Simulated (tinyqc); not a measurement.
Capacitance of parallel on-chip lines from Laplace's equation on a mesh: two steps of the calculation.

Cross-section of an endless row of equal lines between two grounded planes; neighbours are driven in antiphase (+1 V and -1 V), so the plane midway between two lines is at 0 V. By symmetry one quarter is solved: x runs from the centre of a line (column 0, mirror) to that midplane (column 5, 0 V), y from the mid-height of the line (row 0, mirror) to the ground plane (row 4, 0 V). The line fills columns 0 to 2 and rows 0 to 2 at 1 V. Cells beside the line (below row 2) have e2, cells above have e1. Each link between nodes has the conductance g = mean permittivity of the two cells beside it (a cell beyond a mirror counts as 0), and the free nodes obey sum g (V_neighbour - V) = 0.

Inputs (values chosen for the exercise): relative permittivity above and below the lines e1 = 3; relative permittivity between the lines e2 = 2.7; over-relaxation factor om = 1.4.

Constants: eps0 = 8.8541878128e-12 F/m. Results are converted to the units shown.

Question 1. Relaxation sweep. One sweep visits the free nodes row by row from row 0, left to right, and replaces V by V + om (weighted mean of the neighbours - V), using new values at once.

V at the start (V):
```
       col 0  col 1  col 2  col 3  col 4  col 5
row 0      1      1      1      0      0      0
row 1      1      1      1      0      0      0
row 2      1      1      1      0      0      0
row 3      0      0      0      0      0      0
row 4      0      0      0      0      0      0
```

gx:
```
       col 0  col 1  col 2  col 3  col 4
row 0   1.35   1.35   1.35   1.35   1.35
row 1    2.7    2.7    2.7    2.7    2.7
row 2   2.85   2.85   2.85   2.85   2.85
row 3      3      3      3      3      3
row 4    1.5    1.5    1.5    1.5    1.5
```

gy:
```
       col 0  col 1  col 2  col 3  col 4  col 5
row 0   1.35    2.7    2.7    2.7    2.7   1.35
row 1   1.35    2.7    2.7    2.7    2.7   1.35
row 2    1.5      3      3      3      3    1.5
row 3    1.5      3      3      3      3    1.5
```

Give: V after sweep 1.

Answer 1.

V after sweep 1 (V):
```
        col 0   col 1   col 2   col 3   col 4   col 5
row 0  1.0000  1.0000  1.0000  0.3500  0.1225  0.0000
row 1  1.0000  1.0000  1.0000  0.4725  0.2082  0.0000
row 2  1.0000  1.0000  1.0000  0.5067  0.2464  0.0000
row 3  0.3500  0.4725  0.5154  0.3577  0.2114  0.0000
row 4  0.0000  0.0000  0.0000  0.0000  0.0000  0.0000
```

Question 2. Capacitance per length. C = 4 eps0 sum g (difference of V)^2 over all links (twice the energy of the four quarters, line at 1 V). Plate estimate without fringing: eps0 [2 e1 w/hd + 2 e2 t/(s/2)], w = 4 hx, t = 4 hx, s/2 = 3 hx, hd = 2 hx.

converged V (V):
```
           col 0      col 1      col 2      col 3      col 4      col 5
row 0  1.0000000  1.0000000  1.0000000  0.6299897  0.3002297  0.0000000
row 1  1.0000000  1.0000000  1.0000000  0.6098645  0.2854645  0.0000000
row 2  1.0000000  1.0000000  1.0000000  0.5240039  0.2317639  0.0000000
row 3  0.4912370  0.4824739  0.4386587  0.2721610  0.1259812  0.0000000
row 4  0.0000000  0.0000000  0.0000000  0.0000000  0.0000000  0.0000000
```

gx:
```
       col 0  col 1  col 2  col 3  col 4
row 0   1.35   1.35   1.35   1.35   1.35
row 1    2.7    2.7    2.7    2.7    2.7
row 2   2.85   2.85   2.85   2.85   2.85
row 3      3      3      3      3      3
row 4    1.5    1.5    1.5    1.5    1.5
```

gy:
```
       col 0  col 1  col 2  col 3  col 4  col 5
row 0   1.35    2.7    2.7    2.7    2.7   1.35
row 1   1.35    2.7    2.7    2.7    2.7   1.35
row 2    1.5      3      3      3      3    1.5
row 3    1.5      3      3      3      3    1.5
```

Wanted: C; plate estimate.

Answer 2.

C = 244.70 aF/um
plate estimate = 170.00 aF/um

Computed by the program tinyqc: `OMP_NUM_THREADS=1 python tinyqc.py 2790224 2790225 out.jsonl`, one thread of a shared Intel Xeon 2.30GHz, about 1 s for the whole run.
